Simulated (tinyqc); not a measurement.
Worked calculation: lateral field, substrate current, probability of reaching the oxide barrier and hot-carrier lifetime of a silicon transistor (pseudo-two-dimensional and lucky-electron models). Computed by tinyqc, a small Python program that keeps every step. Command: `OMP_NUM_THREADS=1 python tinyqc.py 3018755 3018756 out.jsonl hotcar walk`. One thread of a shared host (Intel(R) Xeon(R) Processor @ 2.30GHz), about 0.01 s of CPU time with the checks. Intermediate numbers are printed to about 5 digits and carried at full precision; extremes and crossings named in words are read from the listed rows.

Local-field models: a lucky carrier gains its energy at the peak field over a path free of collisions. Voltages are magnitudes.

Inputs (values chosen for the exercise, modelled on a silicon p-channel):

| quantity | value | unit |
|---|---|---|
| channel length L | 680 | nm |
| oxide thickness t | 12 | nm |
| junction depth x_j | 190 | nm |
| mobility mu | 140 | cm^2/(V s) |
| saturation velocity v_s | 0.69 | 1e7 cm/s |
| threshold voltage V_T | 0.64 | V |
| gate voltage V_G | 2.6 | V |
| drain voltage V_D | 6 | V |
| ionisation prefactor A_i | 8.8e+06 | 1/cm |
| ionisation field B_i | 3.79 | MV/cm |
| hot-carrier mean free path lambda | 5.1 | nm |
| oxide barrier phi_b | 4.6 | eV |
| interface-trap threshold phi_it | 4.6 | eV |
| lifetime constant H | 300 | s microampere/micrometre |

Drain: abrupt.

Constants: eps_0 = 8.8541878128e-12 F/m.

## Saturation point and current

C_ox = 3.9 eps_0/t; F_sat = 2 v_s/mu; V_Dsat = V_ov F_sat L/(V_ov + F_sat L), V_ov = V_G - V_T; I_D/W = C_ox v_s (V_ov - V_Dsat).

F_sat = 98.571 kV/cm

V_Dsat = 1.5165 V

drain current I_D/W = 88.051 microampere/micrometre

## Peak lateral field

Scale length l = 0.22 t^(1/3) x_j^(1/2) (all in cm); F_m = sqrt(((V_D - V_Dsat)/l_e)^2 + F_sat^2), with l_e = l; length of the velocity-saturated region l_e ln((V_D - V_Dsat)/(l_e F_sat) + F_m/F_sat).

scale length l = 101.90 nm

peak field F_m = 450.87 kV/cm

velocity-saturated length = 224.33 nm

energy gained over one free path, e lambda F_m = 0.22995 eV

The field rises from F_sat to F_m as cosh(x/l_e), a factor 4.6, over 33 % of L. Caution: the empirical formula for l was fitted to oxides of about 15 nm or more; for thinner ones it is an extrapolation.

## Hot-carrier currents and lifetime

Substrate current I_sub/I_D = (A_i/B_i)(V_D - V_Dsat) exp(-B_i/F_m); probability of reaching the oxide barrier exp(-phi_b/(e lambda F_m)); lifetime tau = (H/(I_D/W)) exp(phi_it/(e lambda F_m)).

I_sub/I_D = 0.0023271

substrate current I_sub/W = 0.20490 microampere/micrometre

probability of reaching phi_b = 2.0514e-09

lifetime tau = 1.6609e+09 s

exponent m = phi_it/(e lambda B_i) = 2.3798

Since both exponentials depend on 1/F_m, tau I_D scales about as (I_sub/I_D)^(-m) with m = 2.38, which lets I_sub serve as the monitor. The lifetime is 5.26 times ten years (3.156e8 s).

## Substrate current against gate voltage

The formulas are those given above.

At the given drain voltage:

| V_G (V) | V_Dsat (V) | I_D/W (microampere/micrometre) | F_m (kV/cm) | I_sub/W (microampere/micrometre) | tau (s) |
|---|---|---|---|---|---|
| 0.94 | 0.2871 | 2.55 | 569.21 | 0.04344 | 8.9547e+08 |
| 1.20 | 0.5168 | 8.57 | 547.02 | 0.10692 | 5.0679e+08 |
| 1.70 | 0.9153 | 28.74 | 508.61 | 0.19696 | 5.2516e+08 |
| 2.30 | 1.3305 | 65.42 | 468.71 | 0.21833 | 1.0442e+09 |
| 3.00 | 1.7454 | 122.02 | 428.98 | 0.17547 | 3.3264e+09 |
| 3.90 | 2.1933 | 211.80 | 386.34 | 0.10279 | 1.9509e+10 |
| 4.80 | 2.5669 | 316.32 | 351.02 | 0.05158 | 1.3691e+11 |
| 5.70 | 2.8834 | 432.18 | 321.33 | 0.02360 | 1.0761e+12 |
| 6.60 | 3.1548 | 556.98 | 296.09 | 0.01016 | 9.1394e+12 |

I_sub peaks at V_G = 2.3 V, 0.38 V_D: a higher gate voltage brings more carriers but raises V_Dsat and so lowers F_m. The shortest lifetime among the rows lies at V_G = 1.2 V, below that of the largest I_sub, since tau depends more steeply on the field.

## Extrapolating accelerated tests

V_10 solves tau = 3.156e8 s at the given V_G. The extrapolation fits ln(tau) against 1/V_D at 1, 1.08, 1.16 and 1.25 times the given V_D (rounded to 3 digits) by least squares and reads off the same tau.

Stress points:

| V_D (V) | 1/V_D (1/V) | tau (s) |
|---|---|---|
| 6.00 | 0.16667 | 1.6609e+09 |
| 6.48 | 0.15432 | 2.5996e+08 |
| 6.96 | 0.14368 | 5.5435e+07 |
| 7.50 | 0.13333 | 1.2932e+07 |

ten-year drain voltage V_10 = 6.4254 V

V_10 from the 1/V_D extrapolation = 6.4330 V

The extrapolation is 8 mV above the true value.

Checks made by the program: voltage drop as the integral of F_sat cosh(x/l_e) over the saturated length (relative difference below 1e-10).
